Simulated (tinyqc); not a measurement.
Inside a calculation. Model: hexagonal on-chip spiral inductor, lumped pi model.

Program tinyqc, `OMP_NUM_THREADS=1 python tinyqc.py 2302114 2302115 out.jsonl`; Intel Xeon 2.30GHz, shared host, one thread, about 0.01 s. Printed values are rounded.

Outer diameter do = di + 2 n wd + 2 (n - 1) sp, mean da = (do + di)/2, fill p = (do - di)/(do + di), length l = 3.464 n da. L = 2.33 mu0 n^2 da/(1 + 3.82 p), mu0 = 4 pi 1e-7 H/m. Rs = rho l/(wd delta (1 - exp(-th/delta))), delta = sqrt(rho/(pi f mu0)). Cs = n wd^2 eps0 eo/hu across the coil. At each end Cox = l wd eps0 eo/(2 ho) leads to the substrate branch Rsi = 2 rs he/(l wd) in parallel with Csi = l wd eps0 11.7/(2 he). With one end grounded Y = 1/(Rs + i w L) + i w Cs + 1/[1/(i w Cox) + 1/(1/Rsi + i w Csi)], w = 2 pi f; Q = -Im Y/Re Y. Eddy currents in neighbouring turns and in the substrate are left out.

Parameters, values chosen for the exercise; values of the order met in silicon radio-frequency processes: number of turns n = 2.5; line width wd = 15 um; space between turns sp = 1.5 um; inner diameter di = 40 um; metal thickness th = 2 um; metal resistivity rho = 3 uohm cm; oxide below the coil ho = 5 um; oxide between coil and underpass hu = 1.3 um; relative permittivity of the oxide eo = 3; substrate resistivity rs = 1 ohm cm; effective spreading depth in the substrate he = 50 um; frequency f = 2.1 GHz.

Constants: eps0 = 8.8541878128e-12 F/m. Results are converted to the units shown.

## Geometry and model elements

do, l, L, delta, Rs, Cs, Cox, Rsi and Csi as defined.

do = 119.5 um
l = 690.635 um
L = 0.502549 nH
delta = 1.90227 um
Rs = 1.11617 ohm
Cs = 11.4934 fF
Cox = 27.5176 fF
Rsi = 96.5295 ohm
Csi = 10.7318 fF

Rs is 1.62 times the direct-current value in this empirical form, which overstates the skin effect of a flat slab when delta is near th and so stands in for some current crowding.

## Admittance, quality factor and apparent inductance

Series branch 1/(Rs + i w L), substrate branch, total Y, Q = -Im Y/Re Y, apparent inductance Im(1/Y)/w, metal-only value w L/Rs, share of the loss in the substrate Re(substrate branch)/Re Y.

series branch = 24.686-146.652i mS
substrate branch = 0.012695+0.362467i mS
Y = 24.698-146.138i mS
Q = 5.91695
apparent inductance = 0.504204 nH
w L/Rs = 5.94082
share of the loss in the substrate = 0.0514024 %

Q is 99.6 % of the metal-only value.
